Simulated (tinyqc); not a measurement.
Energy and delay of logic against supply voltage: one step of the calculation.

One expression serves below and above threshold: I(Vg) = Ik [ln(1 + exp((Vg - VT + dd V)/(al nf Vt)))]^al, with I_on = I(V) and I_off = I(0). Gate delay td = kd C V/I_on, clock period LD td. Per gate and cycle the switching energy is act C V^2 and the leakage energy I_off V LD td. No short-circuit current, no variation. Minima are sought above 0.09 V; below a few Vt gates no longer switch and the model has no meaning.

Question. Currents, delay and energies. I_on, I_off, td, clock frequency 1/(LD td), both energies and their sum.

Values chosen for this exercise; values of the order met in logic technologies:

| symbol | value | unit | meaning |
|---|---|---|---|
| T | 300 | K | temperature |
| VT | 0.33 | V | threshold voltage at zero drain bias |
| nf | 1.36 |  | slope factor |
| dd | 0.06 |  | barrier lowering per volt of supply |
| Ik | 2 | uA | specific current of a gate |
| al | 1.71 |  | exponent of the current law |
| C | 0.89 | fF | load capacitance of a gate |
| kd | 1.1 |  | delay factor |
| LD | 30 |  | logic depth |
| act | 0.02 |  | activity factor |
| V | 1.03 | V | supply voltage |

Constants: q = 1.602176634e-19 C, kB = 1.380649e-23 J/K, Vt = kB T/q. Results are converted to the units shown.

Find: I_on; I_off; td; clock frequency; switching energy; leakage energy; energy.

Answer.

I_on = 153.8 uA
I_off = 0.9635 nA
td = 6.558 ps
clock frequency = 5.083 GHz
switching energy = 18.88 aJ
leakage energy = 0.1952 aJ
energy = 19.08 aJ

I_on/I_off = 1.60e5; leakage makes up 1.02 % of the energy.

tinyqc, about 0.01 s, one thread, Intel Xeon 2.30GHz (shared host): `OMP_NUM_THREADS=1 python tinyqc.py 2082068 2082069 out.jsonl`
